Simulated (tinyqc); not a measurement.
CIS on RHF in the sto-6g basis, for H3-, spin multiplicity 1, step by step. The basis has no diffuse functions, so it cannot describe the extra electron: this is an exercise in the method, not the real anion. Computed by tinyqc, a small Python program that keeps every step (integrals from PySCF). Settings: charge = -1, multiplicity = 1, basis = sto-6g, method = RHF, energy threshold = 1e-10, iteration cap = 63, orthogonalisation = symmetric, start = core, DIIS depth = 6. Command: `OMP_NUM_THREADS=1 python tinyqc.py 29525 29526 out.jsonl` (the two numbers bound the seeds that draw the settings). One thread of a shared host (Intel(R) Xeon(R) Processor @ 2.60GHz), about 0.07 s of CPU time with the checks. Later iterations appear only in the table of the cycle.

## One-electron integrals

Geometry (angstrom):
```
atom         x         y         z
H     0.000000  0.000000  0.000000
H     0.000000  0.000000  1.029000
H     0.000000  0.892000  0.515000
```

Basis sto-6g: exponents (1/bohr^2) and contraction coefficients of normalised primitives:
```
element  l (shell)   exponent  coefficient
H            s (1)  35.523221     0.009164
H            s (1)   6.513144     0.049361
H            s (1)   1.822143     0.168538
H            s (1)   0.625955     0.370563
H            s (1)   0.243077     0.416492
H            s (1)   0.100112     0.130334
```

Overlap, kinetic and nuclear-attraction integrals over the contracted functions; the nuclear repulsion is the sum of Za Zb / Rab.

nuclear repulsion = 1.54204680 hartree

overlap S:
```
          1H 1s     2H 1s     3H 1s
1H 1s  1.000000  0.479857  0.479284
2H 1s  0.479857  1.000000  0.479572
3H 1s  0.479284  0.479572  1.000000
```

kinetic energy T (hartree):
```
          1H 1s     2H 1s     3H 1s
1H 1s  0.768522  0.101633  0.101299
2H 1s  0.101633  0.768522  0.101467
3H 1s  0.101299  0.101467  0.768522
```

nuclear attraction V (hartree):
```
           1H 1s      2H 1s      3H 1s
1H 1s  -2.239434  -1.017543  -1.016145
2H 1s  -1.017543  -2.239649  -1.016847
3H 1s  -1.016145  -1.016847  -2.239222
```

core Hamiltonian H = T + V (hartree):
```
           1H 1s      2H 1s      3H 1s
1H 1s  -1.470912  -0.915910  -0.914846
2H 1s  -0.915910  -1.471127  -0.915380
3H 1s  -0.914846  -0.915380  -1.470700
```

## Two-electron integrals

Functions are numbered as in S; the eight-fold symmetry (ij|kl) = (ji|kl) = (kl|ij) leaves the list below.

Two-electron integrals (ij|kl) in chemists' order, unique and non-zero (hartree):
```
(11|11) 0.774999   (21|11) 0.296307   (21|21) 0.146312   (22|11) 0.468690
(22|21) 0.296307   (22|22) 0.774999   (31|11) 0.295863   (31|21) 0.131222
(31|22) 0.235687   (31|31) 0.145926   (32|11) 0.235775   (32|21) 0.131295
(32|22) 0.296086   (32|31) 0.131149   (32|32) 0.146120   (33|11) 0.468374
(33|21) 0.235863   (33|22) 0.468533   (33|31) 0.295863   (33|32) 0.296086
(33|33) 0.774999
```

## Orthogonalisation

S = U s U^T; symmetric (Loewdin) form X = U s^(-1/2) U^T, so that X^T S X = 1.

eigenvalues of S: 0.520098  0.520760  1.959142

X:
```
           1H 1s      2H 1s      3H 1s
1H 1s   1.162266  -0.224211  -0.223613
2H 1s  -0.224211   1.162432  -0.223913
3H 1s  -0.223613  -0.223913   1.162102
```

## Starting guess

The start is the orbitals of the core Hamiltonian; D = 2 C_occ C_occ^T.

D at the start:
```
           1H 1s      2H 1s      3H 1s
1H 1s   1.623582   0.806944  -1.410478
2H 1s   0.806944   0.510336  -0.295883
3H 1s  -1.410478  -0.295883   2.727479
```

## Iteration 1: building the Fock matrix

J_ij = sum D_kl (ij|kl), K_ij = sum D_kl (ik|jl); F = H + J - 0.5 K; E = tr D H + tr D J / 2 - 0.25 tr D K + E_nn.

Coulomb J (hartree):
```
          1H 1s     2H 1s     3H 1s
1H 1s  2.279009  1.063871  1.130115
2H 1s  1.063871  2.072513  1.096936
3H 1s  1.130115  1.096936  2.484170
```

exchange K (hartree):
```
          1H 1s     2H 1s     3H 1s
1H 1s  1.296890  0.860049  0.675422
2H 1s  0.860049  0.964213  0.768329
3H 1s  0.675422  0.768329  1.627114
```

Fock matrix F (hartree):
```
           1H 1s      2H 1s      3H 1s
1H 1s   0.159652  -0.282063  -0.122442
2H 1s  -0.282063   0.119279  -0.202609
3H 1s  -0.122442  -0.202609   0.199913
```

total energy of this density = -0.77322480 hartree

## Iteration 1: diagonalisation and new density

Diagonalise F' = X^T F X, C = X C', fill 2 alpha and 2 beta electrons from the bottom; D = 2 C_occ C_occ^T. Each column has its largest component positive (the first on a tie).

F' = X^T F X (hartree):
```
           1          2          3
1   0.421996  -0.389725  -0.157044
2  -0.389725   0.419431  -0.273988
3  -0.157044  -0.273988   0.424774
```

orbital energies (hartree): MO1 -0.136730, MO2 0.569425, MO3 0.833505

coefficients C:
```
            MO1        MO2        MO3
1H 1s  0.430588  -0.778338  -0.812354
2H 1s  0.515303  -0.222343   1.066153
3H 1s  0.282554   1.119014  -0.344372
```

D after iteration 1:
```
           1H 1s      2H 1s      3H 1s
1H 1s   1.582433   0.789883  -1.498614
2H 1s   0.789883   0.629947  -0.206409
3H 1s  -1.498614  -0.206409   2.664057
```

## Iteration 12 (converged): orbitals

converged F (hartree):
```
           1H 1s      2H 1s      3H 1s
1H 1s   0.187925  -0.251563  -0.093311
2H 1s  -0.251563   0.109948  -0.250965
3H 1s  -0.093311  -0.250965   0.188350
```

As before.

F' = X^T F X (hartree):
```
           1          2          3
1   0.423255  -0.348478  -0.117284
2  -0.348478   0.419862  -0.347407
3  -0.117284  -0.347407   0.423183
```

orbital energies (hartree): MO1 -0.132453, MO2 0.540502, MO3 0.858251

coefficients C:
```
            MO1        MO2        MO3
1H 1s  0.347126  -0.978588  -0.610742
2H 1s  0.536665  -0.001409   1.078724
3H 1s  0.345847   0.981221  -0.606808
```

D after iteration 12:
```
           1H 1s     2H 1s      3H 1s
1H 1s   2.156261  0.375339  -1.680317
2H 1s   0.375339  0.576022   0.368442
3H 1s  -1.680317  0.368442   2.164808
```

## Convergence

Stop when the energy changes by less than 1e-10 hartree and every element of the error matrix X^T (F D S - S D F) X is below 3e-06.

Course of the cycle:
```
iteration  E (hartree)     change  largest element of the error matrix
1          -0.77322480          -                             1.08e-01
2          -0.78543213  -1.22e-02                             2.78e-02
3          -0.78915935  -3.73e-03                             2.24e-02
4          -0.78876164   3.98e-04                             6.55e-02
5          -0.79047345  -1.71e-03                             5.44e-02
6          -0.79513441  -4.66e-03                             2.07e-03
7          -0.79514092  -6.52e-06                             1.69e-04
8          -0.79514001   9.07e-07                             5.36e-04
9          -0.79514089  -8.72e-07                             1.86e-04
10         -0.79514095  -6.73e-08                             1.72e-05
11         -0.79514095  -7.99e-10                             1.38e-07
12         -0.79514095  -7.90e-14                             4.13e-08
```

PySCF RHF in the same basis = -0.79514095 hartree

Converged in 12 iterations.

## Populations, bond orders and dipole

Mulliken: Z minus the diagonal of D S on the atom; Loewdin: the same with S^(1/2) D S^(1/2); Mayer order: 2 sum_s sum (D(s) S)_ij (D(s) S)_ji over the two atoms.

Charges (e):
```
atom   Mulliken    Loewdin
1H    -0.531021  -0.555030
2H     0.067175   0.114994
3H    -0.536154  -0.559964
```

Mayer bond orders:
```
pair     order
2-1   0.500483
3-1   0.217534
3-2   0.495005
```

dipole moment about the origin, x y z (debye): 0.000000  -2.297129  -0.994247

## Integrals over molecular orbitals

(pq|rs) = sum C_ip C_jq C_kr C_ls (ij|kl), one index at a time.

one-electron integrals over orbitals h = C^T H C (hartree):
```
           1          2          3
1  -1.677553  -0.000416   0.068598
2  -0.000416  -1.067684   0.000178
3   0.068598   0.000178  -1.074934
```

Two-electron integrals over orbitals (pq|rs), unique and non-zero (hartree):
```
(11|11) 0.585593    (21|11) -0.000231   (21|21) 0.122067    (22|11) 0.540787
(22|21) 0.000647    (22|22) 0.648679    (31|11) 0.033475    (31|21) 0.000078
(31|22) -0.102118   (31|31) 0.159609    (32|11) 0.000115    (32|21) -0.102162
(32|22) -0.000331   (32|31) -0.000450   (32|32) 0.099284    (33|11) 0.578425
(33|21) -0.000496   (33|22) 0.517613    (33|31) 0.069063    (33|32) 0.000272
(33|33) 0.611144
```

## CIS matrix, singlets

A(ia,jb) = (e_a - e_i) d_ij d_ab + 2 (ia|jb) - (ij|ab).

CIS matrix A, singlet (hartree):
```
           1>3        2>3
1>3   0.731496  -0.000404
2>3  -0.000404  -0.001297
```

## CIS singlet states

dipole integrals <i|r|a> (bohr):
```
            x          y          z
1>3  0.000000  -0.504996   0.878045
2>3  0.000000  -0.577685  -0.334653
```

Diagonalise A (1 hartree = 27.211386 eV); each vector has its largest component positive (the first on a tie). The transition dipole is mu = sqrt2 sum c_ia <i|r|a>.

singlet excitation energies (eV): -0.035305  19.905028

lowest vectors:
```
      state 1    state 2
1>3  0.000551   1.000000
2>3  1.000000  -0.000551
```

oscillator strengths 2/3 w |mu|^2: -0.000771  1.000673

A negative triplet energy shows that the restricted solution is unstable towards a spin-polarised one.

## CIS matrix, triplets

A(ia,jb) = (e_a - e_i) d_ij d_ab - (ij|ab).

CIS matrix A, triplet (hartree):
```
          1>3        2>3
1>3  0.412278   0.000496
2>3  0.000496  -0.199865
```

## CIS triplet states

Diagonalise A (1 hartree = 27.211386 eV); each vector has its largest component positive (the first on a tie).

triplet excitation energies (eV): -5.438616  11.218679

lowest vectors:
```
       state 1   state 2
1>3  -0.000810  1.000000
2>3   1.000000  0.000810
```

A negative triplet energy shows that the restricted solution is unstable towards a spin-polarised one.
